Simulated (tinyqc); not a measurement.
Changing the heater half-width b: the 3-omega method: a line heater on a substrate with a thin film. Computed by tinyqc, a small Python program. Command: `OMP_NUM_THREADS=1 python tinyqc.py 3010164 3010165 out.jsonl threeomega sweep`. One thread of a shared host (Intel(R) Xeon(R) Processor @ 2.30GHz), about 0.02 s of CPU time with the checks.

A current at angular frequency omega = 2 pi f heats the line at 2 omega with the amplitude P per length; the temperature swing Delta T at 2 omega gives a voltage at 3 omega. The substrate is taken as semi-infinite and isotropic, and the heat capacity of heater and film is left out.

Inputs (values chosen for the exercise, modelled on silica on gallium nitride): substrate conductivity kappa = 189 W/(m K); substrate heat capacity C = 3.03 1e6 J/(m^3 K); power amplitude per length P = 15 W/m; current frequency f = 22 Hz; film thickness t = 190 nm; film conductivity kappa_f = 1.5 W/(m K); interface resistance R_i = 6 m^2 K/GW; substrate thickness d_s = 380 micrometre; temperature coefficient of resistance beta = 2.6 1e-3/K; voltage amplitude V_1 = 0.65 V.

Method:
- D = kappa/C; q = sqrt(2 i omega/D); penetration depth 1/|q| = sqrt(D/(2 omega)).
- Delta T_s = (P/(pi kappa)) int_0^infinity (sin x/x)^2 / sqrt(x^2 + (q b)^2) dx with (q b)^2 = i |q b|^2, averaged over the heater width (12 Gauss-Legendre points on each of the pieces 0, 14 log-spaced edges from 1e-5 to 1, and multiples of pi to 40 pi; the tail adds 1/(4 (40 pi)^2)).
- For |q| b much below 1: Delta T_s = (P/(pi kappa)) [-ln(|q| b) + eta - i pi/4], eta = 3/2 - C_E = 0.92278, with Euler's C_E = 0.5772157.
- One-dimensional flow across the film: Delta T_f = P (t/kappa_f + R_i)/(2 b); total in-phase swing Delta T = Delta T_s + Delta T_f; third-harmonic amplitude V_3 = V_1 beta |Delta T|/2 with the out-of-phase part included; the apparent film conductivity is t/(t/kappa_f + R_i).
- Take the in-phase swing at f and at 2f; in the narrow-line limit kappa = P ln 2/(2 pi [Delta T(f) - Delta T(2f)]), whatever the film and the heater width.

One run for each value; columns: (1) heater half-width b (micrometre); (2) error of the slope method (%); (3) in-phase Delta T_s (K); (4) Delta T_f (K); (5) film share of the in-phase swing; (6) |q| b:
```
(1)           (2)      (3)     (4)      (5)      (6)
0.50   4.1853e-05  0.19652  1.9900  0.91012  0.00105
0.94   1.4796e-04  0.18058  1.0585  0.85427  0.00198
1.80   5.4235e-04  0.16416  0.5528  0.77102  0.00379
3.40   1.9350e-03  0.14810  0.2926  0.66398  0.00716
6.30   6.6422e-03  0.13252  0.1579  0.54376  0.01326
12.00  2.4085e-02  0.11624  0.0829  0.41634  0.02526
22.00  8.0828e-02  0.10093  0.0452  0.30944  0.04632
42.00  2.9328e-01  0.08462  0.0237  0.21874  0.08842
80.00  1.0520e+00  0.06840  0.0124  0.15385  0.16842
```

Describe and explain the trends.

Over the rows, error of the slope method (%) rises from 4.19e-5 to 1.05 (exponent d ln y / d ln x about 2.0 throughout); in-phase Delta T_s (K) falls from 0.197 to 0.0684 (exponent d ln y / d ln x -0.13 between the first rows and -0.33 between the last); Delta T_f (K) falls from 1.99 to 0.0124 (exponent d ln y / d ln x about -1.0 throughout). The exponent of Delta T_f stays at -1: the flux is P/(2b). Narrow heaters keep the slope method exact and raise the film signal as 1/b, while the substrate signal changes only as ln b as long as |q| b is well below 1.

Caution (all rows): the penetration depth exceeds a fifth of the substrate thickness, so the back face is felt and the semi-infinite formula fails.
